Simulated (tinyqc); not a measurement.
## Magnetoresistance against angle

Conductance G = G0 (1 + P1 P2 cos(phi)) at low bias, phi the angle between the magnetisations, normalised to Rp = RA/area at phi = 0.

Inputs (values chosen for the exercise): diameter Dm = 19 nm; spin polarisation of the reference layer P1 = 0.55; spin polarisation of the free layer P2 = 0.7; resistance-area product, parallel state RA = 1.9 ohm um^2.

Result of one run:
```
phi (degree)	R (kohm)	R/Rp - 1 (%)	share of the full TMR (%)
110	10.689	59.503	47.525
```

What becomes of these results when the angle phi is changed from 110 to 0 degree, all else the same?

Result of the changed run:
```
phi (degree)	R (kohm)	R/Rp - 1 (%)	share of the full TMR (%)
0	6.7013	0	0
```

The whole series:
```
phi (degree)	R (kohm)	R/Rp - 1 (%)	share of the full TMR (%)
0	6.7013	0	0
20	6.8155	1.7050	1.3618
45	7.2952	8.8634	7.0792
70	8.2013	22.385	17.879
90	9.2812	38.500	30.750
110	10.689	59.503	47.525
135	12.753	90.309	72.130
160	14.542	117.01	93.456
180	15.091	125.20	100.00
```

R rises from 6.70 to 15.1 kohm, TMR0 = 125 %. It is the conductance that follows cos(phi), so at 90 degrees R has covered only (1 - P1 P2)/2 = 30.7 % of its range.

tinyqc, about 0.01 s, one thread, Intel Xeon 2.30GHz (shared host): `OMP_NUM_THREADS=1 python tinyqc.py 2450109 2450110 out.jsonl`
